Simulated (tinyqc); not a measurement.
From results back to parameters: Shockley state of an s-p chain by decimation. Four cases, with inputs chosen for the exercise.

Problem. For the s-p chain the s level is -d/2 - 2 ts cos k and the p level d/2 + 2 tp cos k at k = 0 and pi, and at k = pi/2 the bands lie sqrt(d^2 + 16 u^2) apart. The values below come from hidden parameters.

Case 1.

s level (eV): k = 0 -4.805, k = pi -0.045
p level (eV): k = 0 4.005, k = pi 0.845
splitting at pi/2 = 6.21103 eV

Case 2.

s level (eV): k = 0 -5.860, k = pi -1.100
p level (eV): k = 0 6.920, k = pi 0.040
splitting at pi/2 = 7.36217 eV

Case 3.

s level (eV): k = 0 -2.530, k = pi 0.430
p level (eV): k = 0 2.450, k = pi -0.350
splitting at pi/2 = 2.90000 eV

Case 4.

s level (eV): k = 0 -4.930, k = pi -0.410
p level (eV): k = 0 4.210, k = pi 1.130
splitting at pi/2 = 5.62256 eV

Find: d, ts, tp, |u|; order at k = pi.

Solution. Means give -d/2 and d/2, widths 4 ts and 4 tp; u follows from the splitting. The order is inverted where s lies above p at pi.

Case 1.

d, ts, tp, |u| (eV): 4.85  1.19  0.79  0.97

order at k = pi: normal

Case 2.

d, ts, tp, |u| (eV): 6.96  1.19  1.72  0.60

order at k = pi: normal

Case 3.

d, ts, tp, |u| (eV): 2.10  0.74  0.70  0.50

order at k = pi: inverted

Case 4.

d, ts, tp, |u| (eV): 5.34  1.13  0.77  0.44

order at k = pi: normal

Computed by tinyqc, one run a case: `OMP_NUM_THREADS=1 python tinyqc.py N N+1 out.jsonl` with N = 1481433, 1481456, 1481487, 1481657; one thread of a shared Intel(R) Xeon(R) Processor @ 2.30GHz, about 0.4 s a run at most.
